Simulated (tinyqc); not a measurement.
# Changing the film thickness h

Model: grain growth, pinning, strength and diffusional creep of a polycrystal or thin film. Computed by tinyqc, a small Python program. Command: `OMP_NUM_THREADS=1 python tinyqc.py 3012359 3012360 out.jsonl grain sweep`. One thread of a shared host (Intel(R) Xeon(R) Processor @ 2.30GHz), about 0.01 s of CPU time with the checks.

One mean grain size d describes the structure.

Inputs (values chosen for the exercise, modelled on aluminium):
```
quantity,value,unit
shear modulus G,25.6,GPa
Burgers vector b,2.863,angstrom
boundary energy gamma,0.3,J/m^2
mobility prefactor M0,1.3e-05,m^4/(J s)
activation energy of boundary motion Q_m,0.958,eV
anneal temperature T,367,K
anneal time t,4400,s
initial grain size d0,43,nm
particle volume fraction f,0.0064,-
particle radius r,18,nm
surface energy gamma_s,0.96,J/m^2
friction stress sigma_0,18,MPa
Hall-Petch slope k_y,0.068,MPa m^0.5
```

Sample: thin film on a substrate.

Constants: k_B = 8.617333262e-05 eV/K.

Method:
- M = M0 exp(-Q_m/(k_B T)). The driving pressure is 2 gamma/d. Zener pinning pressure 3 f gamma/(2 r) stops growth at d_Z = 4 r/(3 f). Grooves where boundaries meet the surface have the angle theta = arcsin(gamma/(2 gamma_s)) and are taken to stop growth at d_h = h/(2 theta), a few film thicknesses; the limit is 1/d_lim = 1/d_Z + 1/d_h.
- dd/dt = 2 M gamma (1/d - 1/d_lim) integrates to 2 M gamma t = d_lim (d0 - d) + d_lim^2 ln[(d_lim - d0)/(d_lim - d)]; without pinning d^2 = d0^2 + 4 M gamma t.
- Hall-Petch term k_y/sqrt(d). Orowan term 3.06 x 0.4 G b ln(2 rbar/b)/(pi lambda sqrt(1 - nu)) with nu = 1/3, rbar = sqrt(2/3) r, lambda = rbar (sqrt(pi/f) - 2). Film term (threading dislocation, matched substrate, the geometry of an fcc (111) film taken for all cases): 3.464 G b ln(2 h/b)/(4 pi (1 - nu) h). The terms are added to sigma_0.

One run for each value:
```
film thickness h (nm),limit d_lim (nm),grain size d (nm),yield stress (MPa),film term (MPa)
40,123.3,66.721,762.69,426.76
150,424.0,77.106,458.07,140.51
290,741.5,78.987,394.20,79.56
560,1209.2,79.965,357.91,44.76
1100,1811.8,80.482,337.03,24.65
2100,2403.3,80.738,325.84,13.84
4000,2897.6,80.872,319.55,7.76
```

Give the missing row, film thickness h (nm) = 77.

Computed row:
```
film thickness h (nm)  limit d_lim (nm)  grain size d (nm)  yield stress (MPa)  film term (MPa)
77                                230.3             73.460              571.04           247.47
```

Interpolating between the two neighbouring rows (the first column on a logarithmic scale, the others too where they are positive) misses most in yield stress (MPa), by 3.7 %. Over the rows, limit d_lim (nm) rises from 123 to 2900 (exponent d ln y / d ln x 0.95 between the first rows and 0.29 between the last); grain size d (nm) rises from 66.7 to 80.9 (exponent d ln y / d ln x 0.15 between the first rows and 0.0026 between the last); yield stress (MPa) falls from 763 to 320 (exponent d ln y / d ln x -0.44 between the first rows and -0.030 between the last).

Caution (rows 290, 560, 1100, 2100, 4000): the grains are smaller than the film is thick, so they are not columnar, and the groove drag and film term are overstated.
